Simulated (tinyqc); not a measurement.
Mobility of a non-polar semiconductor in the relaxation-time approximation: one step, computed by the program tinyqc. Command: `OMP_NUM_THREADS=1 python tinyqc.py 3007175 3007176 out.jsonl rta walk`. One thread of a shared host (Intel(R) Xeon(R) Processor @ 2.30GHz), about 0.01 s of CPU time with the checks.

Each valley is treated as a sphere of mass m_d for states and rates, with one isotropic relaxation time; the conductivity mass m_c sets the current.

Question. Masses. m_d = (m_l m_t^2)^(1/3); 1/m_c = (1/m_l + 2/m_t)/3; Hall mass factor A = 3 K_m (K_m + 2)/(2 K_m + 1)^2, K_m = m_l/m_t; N_I = n (1 + C)/(1 - C).

Inputs (values chosen for the exercise, modelled on electrons in silicon):
```
quantity,value,unit
longitudinal mass m_l,0.906,m_0
transverse mass m_t,0.19,m_0
carrier density n,5.2e+16,1/cm^3
compensation ratio C,0,-
```

Band: parabolic. Impurity formula: Conwell-Weisskopf. Further scattering: none.

Give: density-of-states mass m_d; conductivity mass m_c; Hall mass factor A; ionised impurity density N_I.

Answer.

density-of-states mass m_d = 0.31980 m_0

conductivity mass m_c = 0.25795 m_0

Hall mass factor A = 0.87209

ionised impurity density N_I = 5.20e+16 1/cm^3
